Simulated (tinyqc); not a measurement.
From classical barrier E_b back to Huang-Rhys factor S: non-radiative capture by multiphonon emission, one effective mode. Computed by tinyqc, a small Python program. Command: `OMP_NUM_THREADS=1 python tinyqc.py 3001003 3001004 out.jsonl capture inv`. One thread of a shared host (Intel(R) Xeon(R) Processor @ 2.30GHz), about 0.04 s of CPU time with the checks.

The initial state (free carrier plus empty centre) lies dE above the final state; both have the same frequency and are displaced by dQ.

Inputs (values chosen for the exercise, for a model semiconductor): energy released dE = 1.3 eV; phonon energy hbar omega = 57.7 meV; temperature T = 500 K.

Centre: repulsive.

Constants: hbar^2/u = 4.18015928e-03 eV angstrom^2; k_B = 8.617333262e-05 eV/K.

Method. dQ = sqrt(2 S (hbar^2/u)/hbar omega); relaxation energy lambda = S hbar omega; phonons needed P = dE/hbar omega; classical barrier E_b = (dE - lambda)^2/(4 lambda); occupation n = 1/(exp(hbar omega/k_B T) - 1).

Problem. A run gave the result below. Find the Huang-Rhys factor S, known to lie between 11 and 19.

classical barrier E_b = 0.08842941 eV

Solution.

Each step takes the trial c = (a f_b - b f_a)/(f_b - f_a), f being the result less the target and a, b, c the logarithms of the listed values; c replaces end b, the old b replaces a if the sign of f changed, and otherwise f_a is halved.

Scan of the range:
```
Huang-Rhys factor S  classical barrier E_b (eV)
11.0                                   0.174344
12.0                                   0.133296
13.2                                   0.095134
14.5                                   0.064153
15.8                                   0.041355
17.3                                   0.022810
19.0                                   0.009462
```

False position (Illinois rule, in the logarithm of the input) inside the bracket:
```
step    end a    end b    trial  classical barrier E_b (eV)
1     13.2000  14.5000  13.4711                   0.0878818
2     13.2000  13.4711  13.4327                   0.0888816
3     13.4711  13.4327  13.4500                   0.0884287
4     13.4327  13.4500  13.4500                   0.0884294
5     13.4327  13.4500  13.4500                   0.0884294
6     13.4500  13.4500  13.4500                   0.0884294
```

Classical barrier E_b falls at every point of a 13-point scan of the range (every second point is shown), so one value fits; it is bracketed by 13.2 and 14.5. Answer: Huang-Rhys factor S = 13.45.
